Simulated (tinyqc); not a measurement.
Grain-boundary trapping model (Seto) of a polycrystalline semiconductor film. Changing the temperature T. Computed by tinyqc, a small Python program. Command: `OMP_NUM_THREADS=1 python tinyqc.py 3018789 3018790 out.jsonl poly sweep`. One thread of a shared host (Intel(R) Xeon(R) Processor @ 2.30GHz), about 0.01 s of CPU time with the checks.

Grains of equal size L are joined by thin boundaries with one trap level. Trapped carriers deplete a width W on each side and raise a barrier, crossed by thermionic emission. Dopants are fully ionised, statistics are non-degenerate and mu_g does not depend on T.

Inputs (values chosen for the exercise, modelled on polycrystalline SiGe): permittivity eps = 13.5; effective mass m = 0.29 m_0; effective density of states at 300 K, N_c = 1.5e+19 1/cm^3; grain size L = 78 nm; trap density Q_t = 7.7e+11 1/cm^2; trap level E_t below the band edge = 0.34 eV; doping N = 7.8e+16 1/cm^3.

Grain interior: neglected.

Constants: k_B = 8.617333262e-05 eV/K; e = 1.602176634e-19 C; eps_0 = 8.8541878128e-12 F/m; m_0 = 9.1093837015e-31 kg; k_B = 1.380649e-23 J/K.

Method:
- N_c(T) = N_c (T/300 K)^(3/2). Filled traps Q = Q_t/(1 + (1/2) exp((E_t* - E_F)/k_B T)), where E_t* = e V_B - E_t and E_F are counted from the band edge at the grain centre. Partial depletion: Q = 2 N W, V_B = e N W^2/(2 eps eps_0), E_F = k_B T ln(N/N_c); solve for W. If that W would exceed L/2 the grain is fully depleted: W = L/2, Q = N L, and E_F follows from the trap equation. Centre density n_0 = N_c exp(E_F/k_B T).
- Boundary: sigma_b = L e^2 n_0 exp(-e V_B/k_B T)/sqrt(2 pi m k_B T); rho = 1/sigma_b. Mean carrier density n_av = n_0 [(1 - 2W/L) + (2W/L) (sqrt(pi)/2) erf(y)/y], y = sqrt(e V_B/k_B T); effective mobility 1/(e n_av rho).
- E_a = d ln(rho)/d(1/k_B T) from T - 5 K and T + 5 K; temperature coefficient d ln(rho)/dT.

One run for each value; columns: (1) temperature T (K); (2) resistivity rho (ohm cm); (3) effective mobility (cm^2/(V s)); (4) activation energy E_a (eV); (5) mean carrier density (1/cm^3):
```
(1)        (2)    (3)     (4)        (5)
200  8.129e+04   44.5  0.3572  1.726e+12
236  3.398e+03   76.4  0.3603  2.404e+13
271  3.415e+02  110.7  0.3633  1.651e+14
307  5.468e+01  146.4  0.3665  7.797e+14
343  1.270e+01  180.8  0.3696  2.719e+15
379  3.854e+00  212.7  0.3727  7.612e+15
414  1.463e+00  241.1  0.3757  1.769e+16
450  6.281e-01  267.3  0.3788  3.717e+16
```

What does the table show?

Over the rows, resistivity rho (ohm cm) falls from 81300 to 0.628 (exponent d ln y / d ln x -19 between the first rows and -10 between the last); effective mobility (cm^2/(V s)) rises from 44.5 to 267 (exponent d ln y / d ln x 3.3 between the first rows and 1.2 between the last); activation energy E_a (eV) rises from 0.357 to 0.379 (exponent d ln y / d ln x 0.052 between the first rows and 0.099 between the last).

Caution (rows 379, 414, 450): n_0 is not small against N, so full depletion is a rough description.
